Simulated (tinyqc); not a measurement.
Thickness series: Landau-Devonshire theory of a uniaxial ferroelectric. Computed by tinyqc, a small Python program. Command: `OMP_NUM_THREADS=1 python tinyqc.py 3031345 3031346 out.jsonl ferro walk`. One thread of a shared host (Intel(R) Xeon(R) Processor @ 2.30GHz), about 0.01 s of CPU time with the checks.

G(P) = (alpha/2) P^2 + (beta*/4) P^4 + (gamma/6) P^6 - E P per volume, SI units, one domain, P along the polar axis.

Inputs (values chosen for the exercise, for a model ferroelectric):

| quantity | value | unit |
|---|---|---|
| alpha_0 | 383000 | J m/(C^2 K) |
| Curie-Weiss temperature T0 | 310 | K |
| beta | 6.9e+08 | J m^5/C^4 |
| temperature T | 298 | K |
| screening length lambda | 0.038 | nm |
| background permittivity eps_b | 20 | - |
| series capacitance C_d | 1.2 | microfarad/cm^2 |

Sample: free crystal.

Constants: eps_0 = 8.8541878128e-12 F/m.

Method:
- alpha = alpha_0 (T - T0*), T0* = T0, beta* = beta.
- Between shorted electrodes with screening length lambda each, the depolarising field is -k P, k = 2 lambda/(eps_0 (d + 2 lambda eps_b)), so alpha turns into alpha + k.
- Ps^2 = [-beta* + sqrt(beta*^2 - 4 alpha gamma)]/(2 gamma).
- Domains are left out, though they can pre-empt both the loss of P and the state at P = 0. The second and third columns are for the shorted capacitor, polar only where it is the lowest uniform state: alpha + k < 0 (beta* > 0) or < 3 beta*^2/(16 gamma) (beta* < 0). The last column is another circuit, the film in series with C_d at P = 0: 1/C = (alpha d)/(1 + alpha eps_0 eps_b) + 1/C_d, and P = 0 is locally stable while 1/C > 0; a dash marks the rest.

alpha = -4.59600e+06 J m/C^2

beta* = 6.90e+08 J m^5/C^4

Against thickness:

| d (nm) | P (microcoulomb/cm^2) | depolarising field (MV/m) | C of the stack / C_d |
|---|---|---|---|
| 1 | 0 | 0 | 1.0001 |
| 2 | 0 | 0 | 1.0001 |
| 3 | 0 | 0 | 1.0002 |
| 5 | 0 | 0 | 1.0003 |
| 8 | 0 | 0 | 1.0004 |
| 15 | 0 | 0 | 1.0008 |
| 30 | 0 | 0 | 1.0017 |
| 60 | 0 | 0 | 1.0033 |
| 150 | 0 | 0 | 1.0083 |

What follows from these numbers?

No thickness listed is polar. The stack exceeds C_d wherever it is stable, up to 1.01 times: the ferroelectric held at P = 0 acts as a negative capacitance.

Extremes, crossings and ranges named in words are read from the listed rows.
